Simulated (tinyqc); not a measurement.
Inside a calculation. Method: tight binding, honeycomb lattice. One step of it, computed by the program tinyqc.

Problem. Levels at k. Diagonalise the Hermitian matrix.

H(k) at k (eV):
```
                    A                   B
A           -0.992671  0.002771-0.862510i
B  0.002771+0.862510i            0.436452
```

Give: eigenvalues; weights |c|^2 of the basis functions.

Solution.

eigenvalues (eV): -1.398  0.842

weights |c|^2 of the basis functions:
```
   band 1  band 2
A   0.819   0.181
B   0.181   0.819
```
